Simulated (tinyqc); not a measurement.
Elastic strain and critical thickness of a cubic alloy layer A(1-x)B(x) on a thick substrate: one step, computed by the program tinyqc.

Strain is positive in tension. The layer is coherent with the substrate unless said otherwise.

Task: Alloy by Vegard's rule, and misfit. a = (1 - x) a_A + x a_B, the same rule for each C_ij; misfit f = (a_S - a)/a, the in-plane strain of the coherent layer.

Inputs (values chosen for the exercise, for a model alloy):
```
quantity                        value      unit
fraction x of B                  0.15         -
lattice constant a_A            5.653  angstrom
lattice constant a_B            5.451  angstrom
substrate lattice constant a_S  5.643  angstrom
```

C11, C12, C44 of A (GPa): 110.9  55.88  60.59

C11, C12, C44 of B (GPa): 154  60.15  65.57

Give: free lattice constant a; elastic constants; misfit f.

Result:

free lattice constant a = 5.6227 angstrom

elastic constants (GPa): C11 117.3650, C12 56.5205, C44 61.3370

misfit f = 0.0036104

The layer is stretched in the plane by 0.36 %.
